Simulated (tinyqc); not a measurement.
Joule-heated wire on a substrate, fin equation: two steps of the calculation.

A wire of length L loses heat along itself to two contacts and sideways to the substrate: kap A theta'' - g theta + p = 0 with theta = T - T0 and p = p0. The ends are held at T0. Constant conductivity, diffusive heat flow.

Inputs (values chosen for the exercise): temperature of substrate and contacts T0 = 300 K; conductivity along the wire kap = 8.1 W/(m K); cross-section A = 160 nm^2; conductance per length to the substrate g = 0.75 W/(m K); length between the contacts L = 290 nm; thermal resistance of each contact Rc = 0 K/uW; heating per length p0 = 0.11 uW/nm.

Question 1. Temperature rise. Solve -c theta_(i-1) + d_i theta_i - c theta_(i+1) = b_i for nodes 1 to 7, with theta = 0 at nodes 0 and 8.

c = 0.035751724 uW/K

| node | d (uW/K) | b (uW) |
|---|---|---|
| 1 | 0.098690948 | 3.9875000 |
| 2 | 0.098690948 | 3.9875000 |
| 3 | 0.098690948 | 3.9875000 |
| 4 | 0.098690948 | 3.9875000 |
| 5 | 0.098690948 | 3.9875000 |
| 6 | 0.098690948 | 3.9875000 |
| 7 | 0.098690948 | 3.9875000 |

Find: theta.

Answer 1.

| node | theta (K) |
|---|---|
| 0 | 0.00 |
| 1 | 83.44 |
| 2 | 118.81 |
| 3 | 132.98 |
| 4 | 136.75 |
| 5 | 132.98 |
| 6 | 118.81 |
| 7 | 83.44 |
| 8 | 0.00 |

Question 2. Closed form at the middle. theta(L/2) = (p0/g)[1 - 1/(cosh(L/(2 LH)) + Rc g LH sinh(L/(2 LH)))], LH = sqrt(kap A/g).

Wanted: theta(L/2).

Answer 2.

theta(L/2) = 137.7 K

Numbers from tinyqc (`OMP_NUM_THREADS=1 python tinyqc.py 2520004 2520005 out.jsonl`; about 0.01 s on one thread of a shared Intel Xeon 2.30GHz).
